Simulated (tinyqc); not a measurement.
# Scale length and length offset from two DIBL values

Question. DIBL = exp(-Le/(2 l)) + 2 exp(-Le/l) with Le = L - dL. Find l, dL and the drawn length for a DIBL of 100 mV/V.

DIBL at drawn lengths 97 and 180 nm (mV/V): [68.205790, 5.3500783]

Solution. With e = exp(-Le/(2 l)), 2 e^2 + e = DIBL gives e and so Le/l at each length; Le/l is a straight line in L with slope 1/l.

l = 17.00 nm
dL = 1.800 nm
length for 100 mV/V = 85.45 nm

Computed by the program tinyqc: `OMP_NUM_THREADS=1 python tinyqc.py 2002114 2002115 out.jsonl`, one thread of a shared Intel Xeon 2.30GHz, about 0.01 s for the whole run.
